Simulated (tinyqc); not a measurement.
# MOS inversion layer, Poisson-Schroedinger loop: effect of the extra shift of set B (strain)

Electrons confined at an insulator interface at z = 0, treated as a hard wall; parabolic valleys, Hartree approximation, no image or exchange terms. The depletion charge lies far deeper than the electrons and gives a uniform field q Nd/(eps0 eps_r); the gate balances all charge. Energies are counted from the band edge at the interface.

Schroedinger equation -(C/mz) psi'' + (V0 + U + dE for set B) psi = E psi, C = hbar^2/(2 m0), psi(0) = 0, on a uniform mesh of 800 nodes with a far wall at 32 nm, 8 levels a set; V0 = q Nd z/(eps0 eps_r); dU/dz = q (Ns - integral of n from 0 to z)/(eps0 eps_r), U(0) = 0; N_k = g md m0 q Vt/(pi hbar^2) ln(1 + exp((EF - E_k)/Vt)), g the number of valleys of the set, sum N_k = Ns. Triangular well: E_k = a_k (C F^2/mz)^(1/3), a_1 = 2.338107, a_2 = 4.087949, C = hbar^2/(2 m0), F in eV/nm. Fang-Howard (all electrons in the lowest level of set A): b^3 = 6 (mz1/C) q (Nd + 11 Ns/32)/(eps0 eps_r), centroid 3/b, level C b^2/(4 mz1) + (3/b) q (Nd + 11 Ns/16)/(eps0 eps_r). The centroid adds 3.9 z_av/eps_r to an oxide-equivalent thickness.

Parameters, values chosen for the exercise; masses and permittivity close to those of silicon (100): temperature T = 300 K; relative permittivity eps_r = 11.8; mass along z of valley set A (2 valley(s)) mz1 = 0.923 m0; in-plane density-of-states mass of set A md1 = 0.191 m0; mass along z of valley set B (4 valley(s)) mz2 = 0.187 m0; in-plane density-of-states mass of set B md2 = 0.424 m0; sheet density of electrons Ns = 7.4e11 cm^-2; sheet density of depletion charge Nd = 5.6e11 cm^-2.

Constants: q = 1.602176634e-19 C, kB = 1.380649e-23 J/K, hbar = 1.054571817e-34 J s, m0 = 9.1093837015e-31 kg, Vt = kB T/q, eps0 = 8.8541878128e-14 F/cm where lengths are in cm, hbar^2/(2 m0) = 0.0380998212 eV nm^2. Results are converted to the units shown.

The same in every row: Fang-Howard centroid (nm) = 2.46.

Result of one run:

| A1 (meV) | B1 (meV) | EF (meV) | share of A1 (%) | share of set A (%) | centroid z_av (nm) | added oxide equivalent (nm) |
|---|---|---|---|---|---|---|
| 55.1 | 246 | 1.21 | 65.3 | 99.8 | 3.35 | 1.11 |

Which extra shift of set B (strain) dE gave this result: -0.05, 0.01, 0.1, 0.13 or 0.16 eV?

dE = 0.16 eV.

The whole series:

| dE (eV) | A1 (meV) | B1 (meV) | EF (meV) | share of A1 (%) | share of set A (%) | centroid z_av (nm) | added oxide equivalent (nm) |
|---|---|---|---|---|---|---|---|
| -0.05 | 57.4 | 41.8 | -48.8 | 9.11 | 12.9 | 4.39 | 1.45 |
| -0.02 | 56.9 | 70.5 | -26.4 | 21.8 | 31.5 | 4.16 | 1.38 |
| 0.01 | 56.2 | 98.8 | -11.3 | 39.5 | 58.3 | 3.84 | 1.27 |
| 0.04 | 55.6 | 127 | -3.53 | 53.9 | 81.2 | 3.57 | 1.18 |
| 0.07 | 55.3 | 157 | -0.365 | 61.3 | 93.1 | 3.43 | 1.13 |
| 0.1 | 55.2 | 186 | 0.739 | 64.1 | 97.7 | 3.38 | 1.12 |
| 0.13 | 55.1 | 216 | 1.10 | 65.0 | 99.3 | 3.36 | 1.11 |
| 0.16 | 55.1 | 246 | 1.21 | 65.3 | 99.8 | 3.35 | 1.11 |

As dE goes from -0.05 to 0.16, A1 falls from 57.4 to 55.1 meV, the share of A1 rises from 9.11 to 65.3 % and the centroid falls from 4.39 to 3.35 nm. The Fang-Howard centroid is 44 % below the full one in the first row, where A1 holds 9.11 %, and 27 % below it in the last, where A1 holds 65.3 %.

Computed by the program tinyqc: `OMP_NUM_THREADS=1 python tinyqc.py 2160051 2160052 out.jsonl`, one thread of a shared Intel Xeon 2.30GHz, about 0.8 s for the whole run.
